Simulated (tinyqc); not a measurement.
The basis set: RHF and MP2 along a ladder of basis sets, for H2, spin multiplicity 1. Computed by the program tinyqc with PySCF. 

Geometry (angstrom):
```
atom       x       y       z
H     0.0000  0.0000  0.0000
H     0.0000  0.0000  0.7130
```

Same geometry throughout; the dipole is taken about the origin.

RHF and frozen-core MP2 in a ladder of bases:
```
basis        functions  E(RHF) (hartree)  E(MP2 corr) (hartree)  HOMO (eV)  LUMO (eV)  dipole (debye)
sto-3g               2          -1.11751               -0.01252    -16.052     19.043           0.000
3-21g                4          -1.12259               -0.01706    -16.357      7.403           0.000
6-31g                4          -1.12661               -0.01709    -16.440      6.684           0.000
6-31g**             10          -1.13104               -0.02629    -16.419      6.706           0.000
cc-pvdz             10          -1.12781               -0.02612    -16.346      5.512           0.000
aug-cc-pvdz         18          -1.12789               -0.02703    -16.357      1.682           0.000
cc-pvtz             28          -1.13265               -0.03158    -16.413      4.652           0.000
```

From cc-pVDZ to cc-pVTZ the RHF energy falls by 4.8 mhartree and the correlation energy by 5.5. If valence correlation converges as X^-3, (27 E(T) - 8 E(D))/19 gives -0.0339 hartree, a rough estimate from such small X that usually falls short; STO-3G holds about 37 % of it. Beyond STO-3G the LUMO moves by 5.7 eV and the HOMO by 0.1 eV; diffuse functions lower the positive LUMO sharply, since an unbound virtual level tracks the most diffuse function.
